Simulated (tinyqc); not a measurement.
Off-state leakage of single and stacked transistors: two steps of the calculation.

n-channel devices of unit width. Subthreshold current I(Vg, Vs, Vd) = I0 (T/300 K)^0.5 exp[(Vg - Vs - VT(T) - gb (Vs - Vb) + dd (Vd - Vs))/(nf Vt)] (1 - exp(-(Vd - Vs)/Vt)), VT(T) = VT - cT (T - 300 K). Gate-edge tunnelling Ig (Vd/1 V) exp(ag (Vd - 1 V)), for a gate at 0 V, and band-to-band leakage Ab u exp(-Bb/u), u = Vd - Vb + 1 V, flow at a drain held at V; both are taken as independent of T. In a stack of off transistors (all gates at 0 V) the same subthreshold current passes through each.

Inputs (values chosen for the exercise); values of the order met in bulk silicon logic transistors:
- T = 398 K (temperature)
- V = 1 V (supply voltage)
- VT = 0.25 V (threshold at 300 K, zero drain and body bias)
- cT = 0.6 mV/K (fall of the threshold with temperature)
- I0 = 0.7 uA/um (current at threshold at 300 K)
- nf = 1.17 (slope factor)
- dd = 0.08 (drain-induced lowering per volt)
- gb = 0.18 (rise of the threshold per volt of source-body bias)
- Ig = 4e-6 uA/um (gate-edge tunnelling current at 1 V)
- ag = 5.7 1/V (exponential slope of the gate current)
- Ab = 300 uA/(um V) (prefactor of band-to-band leakage at the drain)
- Bb = 23 V (its exponential voltage)
- Vb = -0.6 V (body voltage)

Constants: q = 1.602176634e-19 C, kB = 1.380649e-23 J/K, Vt = kB T/q. Results are converted to the units shown.

Problem 1. Leakage of one transistor. Vg = Vs = 0, Vd = V; effective threshold VT(T) - gb Vb - dd V.

Give: effective threshold; parts; total; shares.

Solution 1.

effective threshold = 0.21920 V
parts (nA/um): subthreshold 3.4206, gate edge 0.0040000, band-to-band 112.27
total = 115.69 nA/um
shares (%): subthreshold 2.9566, gate edge 0.0034574, band-to-band 97.040

The band-to-band part is the largest.

Problem 2. New Vx. Stack of two, Vx the node between them: I_low = I(0, 0, Vx), I_up = I(0, Vx, V), f = ln(I_up/I_low), f' = -(1 + gb + 2 dd)/(nf Vt) - 1/(Vt (exp(Vx/Vt) - 1)) - 1/(Vt (exp((V - Vx)/Vt) - 1)), Vx(new) = Vx - f/f'.

Vx at the start = 0.06 V

Wanted: I_low; I_up; f; f'; Vx after iteration 1.

Solution 2.

I_low = 0.43378 nA/um
I_up = 0.51987 nA/um
f = 0.18104
f' = -39.530 1/V
Vx after iteration 1 = 0.064580 V

tinyqc, about 0.03 s, one thread, Intel Xeon 2.30GHz (shared host): `OMP_NUM_THREADS=1 python tinyqc.py 2242113 2242114 out.jsonl`
